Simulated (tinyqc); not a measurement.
Inside a calculation. Method: RHF in the sto-3g basis, for B+, spin multiplicity 1. This run ends on a higher stationary point, not on the lowest solution. One step of it, computed by the program tinyqc.

Task: Iteration 3: DIIS coefficients. Solve [B -1; -1 0][c; lambda] = [0; -1] for the coefficients, which sum to one.

B (overlaps of the stored error matrices), lower triangle:
```
               1              2              3
1  0.0000000e+00
2  0.0000000e+00  4.1994965e-01
3  0.0000000e+00  4.1994965e-01  4.1994965e-01
```

Give: DIIS coefficients.

Result:

DIIS coefficients: 1.0000  0.0000  0.0000
